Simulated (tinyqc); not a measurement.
Global model of a low-pressure process discharge: electron temperature, density, ion flux and ion energy: one step, computed by the program tinyqc.

Maxwellian electrons with temperature T_e in eV, one positive ion, no negative ions, uniform bulk density n; rate constants have the Arrhenius form.

Task: Geometry factors. n_g = p/(k_B T_g); lambda_i = 1/(n_g sigma); h_L = 0.86/sqrt(3 + L/(2 lambda_i)), h_R = 0.8/sqrt(4 + R/lambda_i); A_eff = 2 pi R^2 h_L + 2 pi R L h_R; d_eff = pi R^2 L/A_eff.

Inputs (values chosen for the exercise, of the order of those of an inductive discharge in a simple atomic gas):
```
quantity,value,unit
ion-neutral cross section,1e-18,m^2
pressure p,1.5,Pa
gas temperature T_g,300,K
radius R,19,cm
height L,12,cm
```

Constants: k_B = 1.380649e-23 J/K.

Give: gas density n_g; ion mean free path; h_L; h_R; A_eff; d_eff.

Result:

gas density n_g = 3.6215e+20 1/m^3

ion mean free path = 0.27613 cm

h_L = 0.17294

h_R = 0.093756

A_eff = 526.58 cm^2

d_eff = 25.845 cm
